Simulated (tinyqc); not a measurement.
One anharmonic mode: perturbation theory, self-consistent phonons and exact levels: one step, computed by the program tinyqc.

V(x) = k x^2/2 + b x^4 for one coordinate x of mass M. A constant K > 0 gives hbar Omega = sqrt((hbar^2/u) K/M) with K in eV/angstrom^2 and M in u.

Question. Hamiltonian in a small basis. Basis: oscillator states n of the constant |k|, with x = s (a + a+), s^2 = hbar Omega/(2|k|); H = hbar Omega (n + 1/2) + (k - |k|) x^2/2 + b x^4, with exact matrix elements of x^2 and x^4.

Inputs (values chosen for the exercise, for a model mode): mode mass M = 101 u; harmonic constant k = 0.802 eV/angstrom^2; quartic constant b = 2.78 eV/angstrom^4; basis size N of the small matrix = 4.

Shape: single well.

Constants: hbar^2/u = 4.18015928e-03 eV angstrom^2.

Give: H.

Answer.

H (meV):
$$\begin{pmatrix}
2.99 & 0.00 & 0.30 & 0.00 \\
0.00 & 9.18 & 0.00 & 0.88 \\
0.30 & 0.00 & 15.80 & 0.00 \\
0.00 & 0.88 & 0.00 & 22.85
\end{pmatrix}$$
